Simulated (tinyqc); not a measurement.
Inside a calculation (part 1 of 2). Method: coupled-perturbed Hartree-Fock on RHF in the sto-3g basis, for BeH2, spin multiplicity 1. Computed by tinyqc, a small Python program that keeps every step (integrals from PySCF). Settings: charge = 0, multiplicity = 1, basis = sto-3g, method = RHF, energy threshold = 1e-10, iteration cap = 77, orthogonalisation = canonical, start = atomic densities, DIIS depth = 6. Command: `OMP_NUM_THREADS=1 python tinyqc.py 30169 30170 out.jsonl` (the two numbers bound the seeds that draw the settings). One thread of a shared host (Intel(R) Xeon(R) Processor @ 2.60GHz), about 0.2 s of CPU time with the checks. The early iterations of the SCF are left out here.

## One-electron integrals

Geometry (angstrom):
```
atom         x          y         z
Be    0.000000   0.000000  0.000000
H     0.000000   1.596000  0.176000
H     0.000000  -1.546000  0.170000
```

Basis sto-3g: exponents (1/bohr^2) and contraction coefficients of normalised primitives:
```
element  l (shell)   exponent  coefficient
Be           s (1)  30.167871     0.154329
Be           s (1)   5.495115     0.535328
Be           s (1)   1.487193     0.444635
Be           s (2)   1.314833    -0.099967
Be           s (2)   0.305539     0.399513
Be           s (2)   0.099371     0.700115
Be           p (3)   1.314833     0.155916
Be           p (3)   0.305539     0.607684
Be           p (3)   0.099371     0.391957
H            s (1)   3.425251     0.154329
H            s (1)   0.623914     0.535328
H            s (1)   0.168855     0.444635
```

Overlap, kinetic and nuclear-attraction integrals over the contracted functions; the nuclear repulsion is the sum of Za Zb / Rab.

nuclear repulsion = 2.84763624 hartree

overlap S, order 1Be 1s, 1Be 2s, 1Be 2px, 1Be 2py, 1Be 2pz, 2H 1s, 3H 1s:
```
[[1.000000, 0.259517, 0.000000, 0.000000, 0.000000, 0.038782, 0.043303],
 [0.259517, 1.000000, 0.000000, 0.000000, 0.000000, 0.357696, 0.376142],
 [0.000000, 0.000000, 1.000000, 0.000000, 0.000000, 0.000000, 0.000000],
 [0.000000, 0.000000, 0.000000, 1.000000, 0.000000, 0.439322, -0.456081],
 [0.000000, 0.000000, 0.000000, 0.000000, 1.000000, 0.048446, 0.050151],
 [0.038782, 0.357696, 0.000000, 0.439322, 0.048446, 1.000000, 0.013469],
 [0.043303, 0.376142, 0.000000, -0.456081, 0.050151, 0.013469, 1.000000]]
```

kinetic energy T (hartree), order 1Be 1s, 1Be 2s, 1Be 2px, 1Be 2py, 1Be 2pz, 2H 1s, 3H 1s:
```
[[6.693975, -0.033012, 0.000000, 0.000000, 0.000000, -0.010912, -0.012024],
 [-0.033012, 0.211111, 0.000000, 0.000000, 0.000000, 0.034657, 0.040143],
 [0.000000, 0.000000, 0.660592, 0.000000, 0.000000, 0.000000, 0.000000],
 [0.000000, 0.000000, 0.000000, 0.660592, 0.000000, 0.114587, -0.127598],
 [0.000000, 0.000000, 0.000000, 0.000000, 0.660592, 0.012636, 0.014031],
 [-0.010912, 0.034657, 0.000000, 0.114587, 0.012636, 0.760032, -0.005472],
 [-0.012024, 0.040143, 0.000000, -0.127598, 0.014031, -0.005472, 0.760032]]
```

nuclear attraction V (hartree), order 1Be 1s, 1Be 2s, 1Be 2px, 1Be 2py, 1Be 2pz, 2H 1s, 3H 1s:
```
[[-15.230896, -2.073071, 0.000000, 0.000820, -0.002834, -0.308188, -0.344325],
 [-2.073071, -2.961135, 0.000000, 0.005332, -0.026464, -0.961364, -1.026720],
 [0.000000, 0.000000, -2.882512, 0.000000, 0.000000, 0.000000, 0.000000],
 [0.000820, 0.005332, 0.000000, -3.060607, 0.000536, -1.148891, 1.213177],
 [-0.002834, -0.026464, 0.000000, 0.000536, -2.884671, -0.128776, -0.135601],
 [-0.308188, -0.961364, 0.000000, -1.148891, -0.128776, -2.709944, -0.043575],
 [-0.344325, -1.026720, 0.000000, 1.213177, -0.135601, -0.043575, -2.751650]]
```

core Hamiltonian H = T + V (hartree), order 1Be 1s, 1Be 2s, 1Be 2px, 1Be 2py, 1Be 2pz, 2H 1s, 3H 1s:
```
[[-8.536921, -2.106084, 0.000000, 0.000820, -0.002834, -0.319101, -0.356349],
 [-2.106084, -2.750025, 0.000000, 0.005332, -0.026464, -0.926707, -0.986576],
 [0.000000, 0.000000, -2.221920, 0.000000, 0.000000, 0.000000, 0.000000],
 [0.000820, 0.005332, 0.000000, -2.400016, 0.000536, -1.034303, 1.085579],
 [-0.002834, -0.026464, 0.000000, 0.000536, -2.224079, -0.116140, -0.121571],
 [-0.319101, -0.926707, 0.000000, -1.034303, -0.116140, -1.949912, -0.049047],
 [-0.356349, -0.986576, 0.000000, 1.085579, -0.121571, -0.049047, -1.991618]]
```

## Two-electron integrals

Functions are numbered as in S; the eight-fold symmetry (ij|kl) = (ji|kl) = (kl|ij) leaves the list below.

Two-electron integrals (ij|kl) in chemists' order, unique and non-zero (hartree):
```
(11|11) 2.298831    (21|11) 0.392036    (21|21) 0.079539    (22|11) 0.570988
(22|21) 0.143041    (22|22) 0.417683    (31|31) 0.014607    (32|31) 0.021888
(32|32) 0.092265    (33|11) 0.569578    (33|21) 0.143083    (33|22) 0.417589
(33|33) 0.449859    (41|41) 0.014607    (42|41) 0.021888    (42|42) 0.092265
(43|43) 0.024249    (44|11) 0.569578    (44|21) 0.143083    (44|22) 0.417589
(44|33) 0.401360    (44|44) 0.449859    (51|51) 0.014607    (52|51) 0.021888
(52|52) 0.092265    (53|53) 0.024249    (54|54) 0.024249    (55|11) 0.569578
(55|21) 0.143083    (55|22) 0.417589    (55|33) 0.401360    (55|44) 0.401360
(55|55) 0.449859    (61|11) 0.057826    (61|21) 0.011725    (61|22) 0.021274
(61|33) 0.021131    (61|41) 0.001025    (61|42) 0.001942    (61|44) 0.021566
(61|51) 0.000113    (61|52) 0.000214    (61|54) 0.000048    (61|55) 0.021136
(61|61) 0.001811    (62|11) 0.158568    (62|21) 0.040403    (62|22) 0.131012
(62|33) 0.125831    (62|41) 0.005214    (62|42) 0.033700    (62|44) 0.141066
(62|51) 0.000575    (62|52) 0.003716    (62|54) 0.001680    (62|55) 0.126016
(62|61) 0.006590    (62|62) 0.064626    (63|31) 0.003458    (63|32) 0.016778
(63|43) 0.005631    (63|53) 0.000621    (63|63) 0.005448    (64|11) 0.176182
(64|21) 0.045392    (64|22) 0.154074    (64|33) 0.144995    (64|41) 0.008356
(64|42) 0.051956    (64|44) 0.171883    (64|51) 0.000540    (64|52) 0.003879
(64|54) 0.002344    (64|55) 0.145185    (64|61) 0.007685    (64|62) 0.085880
(64|64) 0.117108    (65|11) 0.019429    (65|21) 0.005006    (65|22) 0.016991
(65|33) 0.015989    (65|41) 0.000540    (65|42) 0.003879    (65|44) 0.017713
(65|51) 0.003518    (65|52) 0.017206    (65|54) 0.005821    (65|55) 0.017252
(65|61) 0.000847    (65|62) 0.009471    (65|64) 0.012313    (65|65) 0.006805
(66|11) 0.328551    (66|21) 0.085123    (66|22) 0.310505    (66|33) 0.288541
(66|41) 0.012036    (66|42) 0.103065    (66|44) 0.353344    (66|51) 0.001327
(66|52) 0.011366    (66|54) 0.007146    (66|55) 0.289329    (66|61) 0.014130
(66|62) 0.199965    (66|64) 0.280517    (66|65) 0.030934    (66|66) 0.774606
(71|11) 0.064575    (71|21) 0.013094    (71|22) 0.023756    (71|33) 0.023593
(71|41) -0.001145   (71|42) -0.002168   (71|44) 0.024088    (71|51) 0.000126
(71|52) 0.000238    (71|54) -0.000054   (71|55) 0.023599    (71|61) 0.001851
(71|62) 0.006224    (71|64) 0.006781    (71|65) 0.000810    (71|66) 0.013035
(71|71) 0.002259    (72|11) 0.170034    (72|21) 0.043291    (72|22) 0.139501
(72|33) 0.134053    (72|41) -0.005605   (72|42) -0.035617   (72|44) 0.150074
(72|51) 0.000616    (72|52) 0.003917    (72|54) -0.001762   (72|55) 0.134247
(72|61) 0.005971    (72|62) 0.033690    (72|64) 0.036723    (72|65) 0.004888
(72|66) 0.076173    (72|71) 0.007886    (72|72) 0.071892    (73|31) 0.003794
(73|32) 0.018193    (73|43) -0.006022   (73|53) 0.000662    (73|63) 0.002196
(73|73) 0.006240    (74|11) -0.186424   (74|21) -0.048011   (74|22) -0.162062
(74|33) -0.152484   (74|41) 0.009022    (74|42) 0.055046    (74|44) -0.180855
(74|51) -0.000575   (74|52) -0.004052   (74|54) 0.002458    (74|55) -0.152681
(74|61) -0.006407   (74|62) -0.036103   (74|64) -0.038419   (74|65) -0.005168
(74|66) -0.081529   (74|71) -0.009098   (74|72) -0.094592   (74|74) 0.127990
(75|11) 0.020499    (75|21) 0.005279    (75|22) 0.017820    (75|33) 0.016767
(75|41) -0.000575   (75|42) -0.004052   (75|44) 0.018563    (75|51) 0.003858
(75|52) 0.018639    (75|54) -0.006219   (75|55) 0.018113    (75|61) 0.000766
(75|62) 0.004832    (75|64) 0.005189    (75|65) 0.002882    (75|66) 0.011115
(75|71) 0.001000    (75|72) 0.010401    (75|74) -0.013388   (75|75) 0.007712
(76|11) 0.008235    (76|21) 0.002041    (76|22) 0.005821    (76|33) 0.005737
(76|41) 4.91e-06    (76|42) 0.000033    (76|44) 0.005961    (76|51) 0.000061
(76|52) 0.000307    (76|54) 2.37e-06    (76|55) 0.005761    (76|61) 0.000306
(76|62) 0.001900    (76|64) 0.002266    (76|65) 0.000305    (76|66) 0.004637
(76|71) 0.000340    (76|72) 0.001989    (76|74) -0.002334   (76|75) 0.000317
(76|76) 0.000083    (77|11) 0.338934    (77|21) 0.087782    (77|22) 0.317949
(77|33) 0.295224    (77|41) -0.012744   (77|42) -0.106451   (77|44) 0.362306
(77|51) 0.001401    (77|52) 0.011705    (77|54) -0.007376   (77|55) 0.296035
(77|61) 0.012011    (77|62) 0.072954    (77|64) 0.079334    (77|65) 0.010779
(77|66) 0.168415    (77|71) 0.016318    (77|72) 0.211935    (77|74) -0.294947
(77|75) 0.032433    (77|76) 0.004637    (77|77) 0.774606
```

## Orthogonalisation

S = U s U^T; canonical form X = U s^(-1/2), so that X^T S X = 1. Each column of U has its largest component positive (the first on a tie).

eigenvalues of S: [0.358498, 0.444915, 0.940605, 1.000000, 1.016144, 1.605831, 1.634007]

X, order 1Be 1s, 1Be 2s, 1Be 2px, 1Be 2py, 1Be 2pz, 2H 1s, 3H 1s:
```
[[0.046037, -0.401128, 0.820969, 0.000000, -0.410452, 0.237533, 0.139722],
 [-0.161060, 1.067585, -0.098638, 0.000000, -0.070927, 0.462284, 0.277881],
 [0.000000, 0.000000, 0.000000, 1.000000, 0.000000, 0.000000, 0.000000],
 [1.164049, 0.141278, 0.003572, 0.000000, -0.001688, 0.291168, -0.475337],
 [-0.018134, 0.118382, 0.468781, 0.000000, 0.877108, 0.048700, 0.029245],
 [-0.728432, -0.768285, -0.288010, 0.000000, 0.146319, 0.505409, -0.150867],
 [0.935632, -0.568107, -0.276962, 0.000000, 0.141002, 0.100067, 0.515452]]
```

## Iteration 7 (converged): orbitals

converged F (hartree), order 1Be 1s, 1Be 2s, 1Be 2px, 1Be 2py, 1Be 2pz, 2H 1s, 3H 1s:
```
[[-4.531113, -1.289962, 0.000000, 0.000000, 0.002525, -0.199428, -0.222466],
 [-1.289962, -0.592178, 0.000000, 0.006380, -0.018014, -0.326256, -0.341898],
 [0.000000, 0.000000, 0.213706, 0.000000, 0.000000, 0.000000, 0.000000],
 [0.000000, 0.006380, 0.000000, -0.139525, 0.000945, -0.294716, 0.302514],
 [0.002525, -0.018014, 0.000000, 0.000945, 0.211092, -0.024995, -0.025810],
 [-0.199428, -0.326256, 0.000000, -0.294716, -0.024995, -0.221350, -0.014212],
 [-0.222466, -0.341898, 0.000000, 0.302514, -0.025810, -0.014212, -0.236110]]
```

Diagonalise F' = X^T F X, C = X C', fill 3 alpha and 3 beta electrons from the bottom; D = 2 C_occ C_occ^T. Each column has its largest component positive (the first on a tie).

F' = X^T F X (hartree):
```
[[0.677527, 0.041118, -0.058183, 0.000000, 0.027590, 0.006343, -0.059506],
 [0.041118, 0.227939, 0.641251, 0.000000, -0.317623, 0.259970, 0.146724],
 [-0.058183, 0.641251, -2.667794, 0.000000, 1.562243, -1.246012, -0.744969],
 [0.000000, 0.000000, 0.000000, 0.213706, 0.000000, 0.000000, 0.000000],
 [0.027590, -0.317623, 1.562243, 0.000000, -0.638130, 0.701436, 0.419356],
 [0.006343, 0.259970, -1.246012, 0.000000, 0.701436, -1.049320, -0.412922],
 [-0.059506, 0.146724, -0.744969, 0.000000, 0.419356, -0.412922, -0.618532]]
```

orbital energies (hartree): [-4.534466, -0.415865, -0.370487, 0.206424, 0.213706, 0.361971, 0.684114]

coefficients C, order 1Be 1s, 1Be 2s, 1Be 2px, 1Be 2py, 1Be 2pz, 2H 1s, 3H 1s:
```
[[0.991874, -0.210849, -0.021831, 0.062750, 0.000000, -0.220573, 0.009485],
 [0.031058, 0.605581, 0.069223, -0.262454, 0.000000, 1.012975, -0.062262],
 [0.000000, 0.000000, 0.000000, 0.000000, 1.000000, 0.000000, 0.000000],
 [-0.000106, -0.052463, 0.492820, -0.003157, 0.000000, 0.036664, 1.199471],
 [-0.000091, 0.024423, 0.002393, 0.961725, 0.000000, 0.284673, -0.009346],
 [-0.003822, 0.343583, 0.475098, 0.134068, 0.000000, -0.737367, -0.773283],
 [-0.003826, 0.435089, -0.386218, 0.129439, 0.000000, -0.690580, 0.859249]]
```

D after iteration 7, order 1Be 1s, 1Be 2s, 1Be 2px, 1Be 2py, 1Be 2pz, 2H 1s, 3H 1s:
```
[[2.057495, -0.196783, 0.000000, 0.000397, -0.010583, -0.173215, -0.174202],
 [-0.196783, 0.744970, 0.000000, 0.004681, 0.029906, 0.481673, 0.473255],
 [0.000000, 0.000000, 0.000000, 0.000000, 0.000000, 0.000000, 0.000000],
 [0.000397, 0.004681, 0.000000, 0.491247, -0.000204, 0.432225, -0.426323],
 [-0.010583, 0.029906, 0.000000, -0.000204, 0.001204, 0.019057, 0.019404],
 [-0.173215, 0.481673, 0.000000, 0.432225, 0.019057, 0.687565, -0.067976],
 [-0.174202, 0.473255, 0.000000, -0.426323, 0.019404, -0.067976, 0.676962]]
```

## Convergence

Stop when the energy changes by less than 1e-10 hartree and every element of the error matrix X^T (F D S - S D F) X is below 3e-06.

Course of the cycle:
```
iteration   E (hartree)     change  largest element of the error matrix
1          -15.28014834          -                             2.47e-01
2          -15.48846078  -2.08e-01                             1.21e-01
3          -15.50754967  -1.91e-02                             1.89e-02
4          -15.50848196  -9.32e-04                             7.92e-04
5          -15.50848483  -2.88e-06                             2.40e-04
6          -15.50848497  -1.32e-07                             6.76e-06
7          -15.50848497  -6.47e-11                             5.37e-07
```

PySCF RHF in the same basis = -15.50848497 hartree

Converged in 7 iterations.

## Integrals over molecular orbitals

(pq|rs) = sum C_ip C_jq C_kr C_ls (ij|kl), one index at a time.

one-electron integrals over orbitals h = C^T H C (hartree):
```
[[-8.525630, 0.206438, 0.021729, -0.062930, 0.000000, 0.194518, -0.007133],
 [0.206438, -2.291794, 0.006170, 0.034465, 0.000000, -0.241857, 0.039027],
 [0.021729, 0.006170, -2.217878, 0.006821, 0.000000, -0.045870, -0.309009],
 [-0.062930, 0.034465, 0.006821, -2.207015, 0.000000, -0.067762, 0.001408],
 [0.000000, 0.000000, 0.000000, 0.000000, -2.221920, 0.000000, 0.000000],
 [0.194518, -0.241857, -0.045870, -0.067762, 0.000000, -1.904138, -0.002258],
 [-0.007133, 0.039027, -0.309009, 0.001408, 0.000000, -0.002258, -1.862306]]
```

Two-electron integrals over orbitals (pq|rs), unique and non-zero (hartree):
```
(11|11) 2.271955    (21|11) -0.185504   (21|21) 0.023463    (22|11) 0.456705
(22|21) -0.005304   (22|22) 0.381821    (31|11) -0.019111   (31|21) 0.001858
(31|22) -0.003030   (31|31) 0.005200    (32|11) 0.001106    (32|21) -0.001530
(32|22) -0.035995   (32|31) 0.010473    (32|32) 0.150601    (33|11) 0.417231
(33|21) -0.002579   (33|22) 0.377380    (33|31) 0.001912    (33|32) 0.029471
(33|33) 0.413970    (41|11) 0.053704    (41|21) -0.006378   (41|22) 0.003518
(41|31) -0.000701   (41|32) 0.000052    (41|33) 0.001935    (41|41) 0.016647
(42|11) -0.028629   (42|21) 0.001878    (42|22) 0.010110    (42|31) 0.000168
(42|32) -0.002086   (42|33) 0.012221    (42|41) 0.013484    (42|42) 0.047901
(43|11) -0.004277   (43|21) 0.000236    (43|22) -0.003185   (43|31) -0.000197
(43|32) 0.018136    (43|33) 0.005316    (43|41) 0.001420    (43|42) 0.003457
(43|43) 0.016153    (44|11) 0.563189    (44|21) -0.007449   (44|22) 0.350380
(44|31) -0.000722   (44|32) 0.000275    (44|33) 0.333501    (44|41) -0.006355
(44|42) -0.035094   (44|43) -0.004542   (44|44) 0.452909    (51|51) 0.015745
(52|51) 0.014826    (52|52) 0.046926    (53|51) 0.001564    (53|52) 0.003525
(53|53) 0.012680    (54|51) -0.004390   (54|52) -0.011748   (54|53) -0.001330
(54|54) 0.026428    (55|11) 0.569185    (55|21) -0.007177   (55|22) 0.352904
(55|31) -0.000716   (55|32) 0.000221    (55|33) 0.333399    (55|41) 0.001774
(55|42) -0.014150   (55|43) -0.002216   (55|44) 0.398929    (55|55) 0.449859
(61|11) -0.185160   (61|21) 0.023917    (61|22) -0.005337   (61|31) 0.002817
(61|32) 0.000449    (61|33) -0.002390   (61|41) -0.002876   (61|42) 0.005028
(61|43) 0.000531    (61|44) -0.007782   (61|55) -0.005454   (61|61) 0.025533
(62|11) 0.132984    (62|21) -0.005657   (62|22) -0.014153   (62|31) -0.000231
(62|32) 0.010698    (62|33) -0.036570   (62|41) 0.004968    (62|42) -0.006486
(62|43) -0.000103   (62|44) 0.056558    (62|55) 0.066025    (62|61) -0.003836
(62|62) 0.081151    (63|11) 0.022380    (63|21) -0.000684   (63|22) 0.018997
(63|31) -0.000439   (63|32) -0.087099   (63|33) -0.023368   (63|41) 0.000553
(63|42) -0.000221   (63|43) -0.015943   (63|44) 0.010187    (63|55) 0.011537
(63|61) -0.000568   (63|62) 0.005572    (63|63) 0.085588    (64|11) 0.025943
(64|21) 0.000348    (64|22) 0.002177    (64|31) -0.000098   (64|32) -0.001101
(64|33) -0.006892   (64|41) 0.013219    (64|42) 0.034116    (64|43) 0.003834
(64|44) -0.000589   (64|55) 0.011081    (64|61) 0.003844    (64|62) 0.028192
(64|63) 0.005055    (64|64) 0.041701    (65|51) 0.015559    (65|52) 0.044637
(65|53) 0.005337    (65|54) -0.007106   (65|65) 0.047018    (66|11) 0.465117
(66|21) -0.006433   (66|22) 0.375880    (66|31) 0.000008    (66|32) 0.008212
(66|33) 0.388192    (66|41) 0.010184    (66|42) 0.029497    (66|43) 0.004665
(66|44) 0.344009    (66|55) 0.353963    (66|61) -0.003877   (66|62) -0.016142
(66|63) -0.008362   (66|64) 0.016673    (66|66) 0.405069    (71|11) 0.007700
(71|21) -0.002064   (71|22) -0.003702   (71|31) 0.009266    (71|32) 0.016916
(71|33) 0.003638    (71|41) 0.000113    (71|42) -0.000132   (71|43) -0.000718
(71|44) 0.000266    (71|55) 0.000165    (71|61) -0.000411   (71|62) 0.000608
(71|63) 0.000265    (71|64) -0.000351   (71|66) 0.001318    (71|71) 0.017918
(72|11) -0.020388   (72|21) 0.000186    (72|22) 0.009683    (72|31) 0.004522
(72|32) -0.038627   (72|33) -0.004211   (72|41) -0.000172   (72|42) 0.004051
(72|43) -0.014665   (72|44) -0.008916   (72|55) -0.009355   (72|61) 0.000875
(72|62) -0.015395   (72|63) 0.059139    (72|64) -0.002102   (72|66) -0.000046
(72|71) 0.008234    (72|72) 0.058677    (73|11) 0.148428    (73|21) -0.004001
(73|22) 0.000348    (73|31) 0.000255    (73|32) 0.001577    (73|33) -0.017903
(73|41) 0.000091    (73|42) -0.020434   (73|43) -0.003678   (73|44) 0.067659
(73|55) 0.069790    (73|61) -0.003558   (73|62) 0.074421    (73|63) 0.015300
(73|64) 0.015227    (73|66) -0.018628   (73|71) 0.001240    (73|72) -0.008131
(73|73) 0.086211    (74|11) -0.000589   (74|21) 0.000317    (74|22) 0.007311
(74|31) -0.002926   (74|32) -0.033173   (74|33) -0.007183   (74|41) -0.000610
(74|42) -0.002737   (74|43) 0.008737    (74|44) 0.000510    (74|55) -0.000059
(74|61) -0.000376   (74|62) -0.002953   (74|63) 0.021166    (74|64) -0.000677
(74|66) -0.002982   (74|71) -0.005062   (74|72) 0.006673    (74|73) -0.000582
(74|74) 0.024602    (75|51) -0.000719   (75|52) -0.003495   (75|53) 0.012874
(75|54) 0.000375    (75|65) -0.001393   (75|75) 0.016990    (76|11) 0.001171
(76|21) -0.001063   (76|22) -0.029357   (76|31) 0.009174    (76|32) 0.131174
(76|33) 0.029061    (76|41) -0.000384   (76|42) -0.002964   (76|43) 0.019944
(76|44) 0.000290    (76|55) -0.000397   (76|61) 0.000536    (76|62) 0.007730
(76|63) -0.086118   (76|64) -0.002451   (76|66) 0.009045    (76|71) 0.015179
(76|72) -0.046600   (76|73) -0.000013   (76|74) -0.028292   (76|76) 0.127796
(77|11) 0.542912    (77|21) -0.007286   (77|22) 0.400735    (77|31) -0.001441
(77|32) -0.013448   (77|33) 0.410965    (77|41) 0.001693    (77|42) 0.002608
(77|43) -0.001615   (77|44) 0.378042    (77|55) 0.376389    (77|61) -0.007283
(77|62) -0.018275   (77|63) 0.006796    (77|64) -0.006130   (77|66) 0.405970
(77|71) -0.000774   (77|72) 0.005602    (77|73) 0.004565    (77|74) 0.002523
(77|76) -0.009618   (77|77) 0.451641
```

## Response to a field: uncoupled start

dipole integrals <a|z|i> (bohr), order a4, a5, a6, a7:
```
[[0.146255, 0.952982, 0.103801],
 [0.000000, 0.000000, 0.000000],
 [0.038706, 0.105862, 0.000035],
 [-0.000952, 0.020176, -0.205903]]
```

Field along z; U_ai = -mu_ai / (e_a - e_i), alpha = -4 sum U_ai mu_ai.

uncoupled U, order a4, a5, a6, a7:
```
[[-0.030850, -1.531413, -0.179926],
 [0.000000, 0.000000, 0.000000],
 [-0.007905, -0.136097, -0.000048],
 [0.000182, -0.018342, 0.195242]]
```

uncoupled polarisability = 6.151526 bohr^3

## Coupled step 1

U_ai = -(mu_ai + sum_bj [4 (ai|bj) - (ab|ij) - (aj|bi)] U_bj) / (e_a - e_i); alpha = -4 sum U_ai mu_ai.

U after step 1, order a4, a5, a6, a7:
```
[[-0.018338, -2.028500, -0.240384],
 [0.000000, 0.000000, 0.000000],
 [-0.003243, -0.228479, -0.011515],
 [-0.000010, -0.016312, 0.187171]]
```

polarisability = 8.095755 bohr^3

## Coupled step 2

As before.

U after step 2, order a4, a5, a6, a7:
```
[[-0.011569, -2.197348, -0.262383],
 [0.000000, 0.000000, 0.000000],
 [-0.001403, -0.256881, -0.015582],
 [-0.000060, -0.015159, 0.179474]]
```

polarisability = 8.749877 bohr^3
